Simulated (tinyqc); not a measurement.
Ten-year voltage from two stress tests.

Problem. Lifetimes follow tau = t0 exp(B/Vd). Ten years are 3.15576e8 s. Find B, t0 and the drain voltage for ten years.

lifetimes at Vd = 4.3 and 4.8 V (s): 6.1e5  89990.0643

Answer. ln(tau) is linear in 1/Vd.

B = 79.00 V
t0 = 0.006404 s
ten-year voltage = 3.209 V

Numbers from tinyqc (`OMP_NUM_THREADS=1 python tinyqc.py 2550074 2550075 out.jsonl`; about 0.01 s on one thread of a shared Intel Xeon 2.30GHz).
